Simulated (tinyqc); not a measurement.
Self-heating of a transistor with one or more fingers, with temperature-dependent conductivity: one step, computed by the program tinyqc. Command: `OMP_NUM_THREADS=1 python tinyqc.py 3031488 3031489 out.jsonl selfheat walk`. One thread of a shared host (Intel(R) Xeon(R) Processor @ 2.30GHz), about 0.06 s of CPU time with the checks.

N long parallel fingers lie on the top face of a slab whose bottom is held at T_0; the top is otherwise insulated, and heat flows in two dimensions. P in W/mm is 1000 P in W/m.

Question. Linear temperature rise of each finger. theta_i = (P/(pi kappa_0)) [g_0 + sum over j != i of g(|i - j| s)], with equal powers and constant conductivity; thermal resistance = largest theta/P.

Inputs (values chosen for the exercise, modelled on diamond): conductivity at the base temperature kappa_0 = 1880 W/(m K); power per gate width P = 7.5 W/mm; fingers N = 8.

Power: power rises with temperature.

own factor g_0 = 6.102668

g(j s), j = 1..7: 1.495451  0.851324  0.520623  0.325554  0.205247  0.129811  0.082204

Give: theta of each finger; largest theta; thermal resistance.

Answer.

theta of each finger (K): 12.334  14.129  15.045  15.445  15.445  15.045  14.129  12.334

largest theta = 15.445 K

thermal resistance = 2.0594 K mm/W

The neighbours supply 50 % of the rise of the hottest finger, which runs 3.1 K above the outer ones.
